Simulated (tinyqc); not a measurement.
From results back to parameters: defect, radiative and Auger recombination at equal electron and hole densities (ABC model). Three cases, with inputs chosen for the exercise.

Problem. The peak efficiency, the current at the peak and the differential lifetime there, tau_p = 1/(Ae + 2 B n_p + 3 C n_p^2), are given; Ae, B and C are hidden. n_p = sqrt(Ae/C), Q = B/sqrt(Ae C), IQE_max = Q/(Q + 2).

J/(e d) = Ae n + B n^2 + C n^3 with Ae = A + 4 S/w (four side walls, carriers spread evenly), e = 1.602176634e-19 C, lengths in cm; internal efficiency IQE = B n^2/(Ae n + B n^2 + C n^3); all injected carriers recombine in the layer.

Find: Q; Ae; n_p; B; C.

Method. Q = 2 IQE/(1 - IQE). At the peak B n = Q Ae and C n^2 = Ae, so 1/tau_p = Ae (4 + 2Q) and J = e d Ae n_p (2 + Q); B and C follow.

Case 1.

Values chosen (out of a larger set: orders of magnitude like those quoted for GaAs; not measured data): d = 180 nm (active thickness).

IQE_max = 0.922475
J at the peak = 1703.72 A/cm^2
tau_p = 1.97578 ns

Solution.

Q = 23.8
Ae = 9.81e+06 1/s
n_p = 2.33e+18 1/cm^3
B = 1.0e-10 cm^3/s
C = 1.8e-30 cm^6/s

Case 2.

Values chosen (out of a larger set: orders of magnitude like those quoted for GaN; not measured data): d = 2.5 nm (active thickness).

IQE_max = 0.377876
J at the peak = 10.3668 A/cm^2
tau_p = 11.4175 ns

Solution.

Q = 1.21
Ae = 1.36e+07 1/s
n_p = 5.91e+18 1/cm^3
B = 2.8e-12 cm^3/s
C = 3.9e-31 cm^6/s

Case 3.

Values chosen (out of a larger set: orders of magnitude like those quoted for Si; not measured data): d = 80000 nm (active thickness).

IQE_max = 0.0170380
J at the peak = 3.91187 A/cm^2
tau_p = 16382.7 ns

Solution.

Q = 0.0347
Ae = 1.50e+04 1/s
n_p = 1.00e+17 1/cm^3
B = 5.2e-15 cm^3/s
C = 1.5e-30 cm^6/s

Computed by tinyqc, one run a case: `OMP_NUM_THREADS=1 python tinyqc.py N N+1 out.jsonl` with N = 1681489, 1681519, 1681577; one thread of a shared Intel(R) Xeon(R) Processor @ 2.30GHz, about 0.01 s a run at most.
